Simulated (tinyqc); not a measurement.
## Effect of the position of a charge sheet

One sheet of 3.9e12 cm^-2 lies at the depth x from the gate; it shifts Vfb by -(q/eps0) Q s, with s = x/e2 in layer 2 and t2/e2 + (x - t2)/e1 in layer 1, and it induces the share s/(t1/e1 + t2/e2) of its image in the semiconductor.

Values chosen for this exercise: thickness of layer 1, next to the semiconductor t1 = 1.6 nm; relative permittivity of layer 1 e1 = 7.61; thickness of layer 2, next to the gate t2 = 1.3 nm; relative permittivity of layer 2 e2 = 8.8.

Constants: q = 1.602176634e-19 C, eps0 = 8.8541878128e-14 F/cm where lengths are in cm. Results are converted to the units shown.

Effect of the position of a charge sheet:
```
x (nm)  shift (mV)  image in the semiconductor (%)
0                0                               0
0.36        -28.87                           11.43
0.73        -58.54                           23.17
1.09        -87.41                           34.60
1.45        -118.2                           46.77
1.81        -151.5                           59.99
2.18        -185.9                           73.57
2.54        -219.2                           86.79
2.9         -252.6                           100.0
```

The shift grows from 0 at the gate to -253 mV at the semiconductor, by -80.2 mV/nm in layer 2 and -92.7 mV/nm in layer 1, the ratio of the permittivities. A sheet between the layers has 41.3 % of its full effect.

tinyqc, about 0.01 s, one thread, Intel Xeon 2.30GHz (shared host): `OMP_NUM_THREADS=1 python tinyqc.py 2010107 2010108 out.jsonl`
